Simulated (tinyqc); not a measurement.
Hall factor, magnetoresistance and optical conductivity for a power-law relaxation time: one step, computed by the program tinyqc.

One spherical parabolic band, tau(E) = tau_0 x^s with x = E/(k_B T). Landau quantisation is left out.

Problem. Density and moments of tau. <y> = int y x^(3/2) f (1 - f) dx / int x^(3/2) f (1 - f) dx, f = 1/(1 + exp(x - eta)). Integrals over x = E/(k_B T) use 160 Gauss-Legendre points in u = sqrt(x) from 0 to sqrt(max(eta, 0) + 45). n = (2 m k_B T)^(3/2)/(3 pi^2 hbar^3) int x^(3/2) f (1 - f) dx; moments in units of tau_0.

Inputs (values chosen for the exercise, with a mass close to that of electrons in GaN):
```
quantity                 value  unit
effective mass m          0.21   m_0
exponent s                 1.5     -
reduced Fermi level eta    1.8     -
temperature T              100     K
```

Constants: m_0 = 9.1093837015e-31 kg; k_B = 1.380649e-23 J/K; hbar = 1.054571817e-34 J s.

Give: density n; <tau>/tau_0; <tau^2>/tau_0^2; <tau^3>/tau_0^3; <1/tau> tau_0.

Solution.

density n = 1.180e+18 1/cm^3

<tau>/tau_0 = 7.279

<tau^2>/tau_0^2 = 79.21

<tau^3>/tau_0^3 = 1203

<1/tau> tau_0 = 0.2542
